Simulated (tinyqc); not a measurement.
Pump-down curve: gas flow in a process chamber: flow regimes, conductance, effective pumping speed, pump-down, outgassing and purge. Computed by tinyqc, a small Python program. Command: `OMP_NUM_THREADS=1 python tinyqc.py 3121201 3121202 out.jsonl pump walk`. One thread of a shared host (Intel(R) Xeon(R) Processor @ 2.30GHz), about 0.07 s of CPU time with the checks.

Ideal gas, isothermal flow, a pump of constant speed at the end of a round pipe; process gas, volume gas and outgassing are given the same properties. 1 sccm = 101325 Pa x 1e-6 m^3/60 s x T/273.15 K.

Inputs (values chosen for the exercise, modelled on water vapour near room temperature):

| quantity | value | unit |
|---|---|---|
| molar mass M | 18.02 | g/mol |
| molecular diameter | 0.46 | nm |
| viscosity eta | 9.9 | micropascal s |
| temperature T | 293 | K |
| chamber volume V | 130 | L |
| wall area | 2.1 | m^2 |
| pipe diameter d | 4 | cm |
| pipe length l | 17 | cm |
| pump speed S | 24 | L/s |
| outgassing rate after 1 h | 1.1e-06 | Pa m^3/(s m^2) |
| outgassing exponent n | 1 | - |
| starting pressure p0 | 530 | Pa |

Constants: k_B = 1.380649e-23 J/K; u = 1.6605390666e-27 kg.

Method:
- Mean speed c = sqrt(8 k_B T/(pi m)); aperture conductance C_a = c pi d^2/16; molecular pipe C_m = C_a/(1 + 3 l/(4 d)) (Dushman form); viscous pipe C_v = pi d^4 p_mean/(128 eta l); Knudsen interpolation C = C_v + C_m (1 + x)/(1 + 1.24 x), x = d p_mean sqrt(m/(k_B T))/eta.
- Effective speed 1/S_eff = 1/S + 1/C_m; time constant V/S_eff; pressure at which the free path k_B T/(sqrt2 pi d_m^2 p) equals d.
- Pump-down: V dp/dt = -S_eff(p) p + q(t) A, with S_eff = S p_2/p, where p_2 solves C((p + p_2)/2) (p - p_2) = S p_2 at each moment, and q(t) = q_1 (1 h/(t + 10 s))^n; integrated adaptively. At long times p = q(t) A/S_eff.
- S_eff(p) is tabulated at 260 pressures and interpolated in ln p. Comparison columns: p0 exp(-t/time constant) with the molecular S_eff (0 below 1e-26 p0), and the outgassing limit.

time constant = 8.36995 s

S_eff in molecular flow = 15.5318 L/s

Pressure against time:

| t (s) | p (Pa) | S_eff (L/s) | volume gas only (Pa) | outgassing limit (Pa) |
|---|---|---|---|---|
| 0.3 | 5.0148e+02 | 23.969 | 5.1134e+02 | 5.1982e-02 |
| 1 | 4.4077e+02 | 23.965 | 4.7031e+02 | 4.8674e-02 |
| 3 | 3.0490e+02 | 23.950 | 3.7035e+02 | 4.1186e-02 |
| 10 | 8.4212e+01 | 23.819 | 1.6047e+02 | 2.6771e-02 |
| 30 | 2.6026e+00 | 20.136 | 1.4711e+01 | 1.3385e-02 |
| 100 | 5.8190e-03 | 15.489 | 3.4319e-03 | 4.8674e-03 |
| 300 | 1.7782e-03 | 15.518 | 1.4390e-13 | 1.7272e-03 |
| 1000 | 5.3474e-04 | 15.527 | 0 | 5.3012e-04 |
| 3600 | 1.4867e-04 | 15.531 | 0 | 1.4832e-04 |
| 20000 | 2.6769e-05 | 15.532 | 0 | 2.6758e-05 |
| 100000 | 5.3541e-06 | 15.532 | 0 | 5.3537e-06 |

From t = 100 s on the pressure is within 20 % of the outgassing limit, which falls only as (t + 10 s)^-1: walls, not volume, set the time to base pressure. Early on viscous flow raises S_eff to 24.0 L/s, 1.5 times its molecular value.
